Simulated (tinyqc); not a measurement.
Energy and delay of logic against supply voltage: one step of the calculation.

One expression serves below and above threshold: I(Vg) = Ik [ln(1 + exp((Vg - VT + dd V)/(al nf Vt)))]^al, with I_on = I(V) and I_off = I(0). Gate delay td = kd C V/I_on, clock period LD td. Per gate and cycle the switching energy is act C V^2 and the leakage energy I_off V LD td. No short-circuit current, no variation. Minima are sought above 0.09 V; below a few Vt gates no longer switch and the model has no meaning.

Task. Currents, delay and energies. I_on, I_off, td, clock frequency 1/(LD td), both energies and their sum.

Inputs (values chosen for the exercise); values of the order met in logic technologies:
- T = 300 K (temperature)
- VT = 0.37 V (threshold voltage at zero drain bias)
- nf = 1.4 (slope factor)
- dd = 0.03 (barrier lowering per volt of supply)
- Ik = 0.43 uA (specific current of a gate)
- al = 1.27 (exponent of the current law)
- C = 2.1 fF (load capacitance of a gate)
- kd = 1.1 (delay factor)
- LD = 60 (logic depth)
- act = 0.2 (activity factor)
- V = 0.4 V (supply voltage)

Constants: q = 1.602176634e-19 C, kB = 1.380649e-23 J/K, Vt = kB T/q. Results are converted to the units shown.

Give: I_on; I_off; td; clock frequency; switching energy; leakage energy; energy.

Result.

I_on = 0.57143 uA
I_off = 0.021754 nA
td = 1617.0 ps
clock frequency = 0.010307 GHz
switching energy = 67.200 aJ
leakage energy = 0.84424 aJ
energy = 68.044 aJ

I_on/I_off = 26300; leakage makes up 1.24 % of the energy.

Program tinyqc, `OMP_NUM_THREADS=1 python tinyqc.py 2082077 2082078 out.jsonl`; Intel Xeon 2.30GHz, shared host, one thread, about 0.01 s.
